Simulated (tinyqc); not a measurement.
Rutherford backscattering from a thin compound film on silicon: kinematics, yields, composition and thickness: one step, computed by the program tinyqc.

Singly charged helium ions (Z1 = 2, M1 = 4.0026 u) enter at the tilt angle a1 to the normal and leave at a2 = |180 - theta - tilt| in the same plane. The film is A B_x.

Task: Kinematics. Kinematic factor K = [(sqrt(M^2 - M1^2 sin^2 theta) + M1 cos theta)/(M + M1)]^2. Surface edges lie at K E0; substrate silicon has M = 28.09 u. Mass resolution at M_A = resolution/(E0 dK/dM).

Inputs (values chosen for the exercise, modelled on a helium beam on HfO2):
```
quantity                    value     unit
beam energy E0                2.4      MeV
scattering angle theta        170  degrees
heavy element: mass M_A     178.5        u
light element: mass M_B        16        u
detector resolution (FWHM)     18      keV
```

Give: kinematic factors; surface edges; mass resolution at M_A.

Result:

kinematic factors: A 0.9148, B 0.3625, Si 0.5658

surface edges (keV): A 2196, B 870, Si 1358

mass resolution at M_A = 16.43 u

K flattens for heavy targets, so masses within 16.4 u of A cannot be told apart.
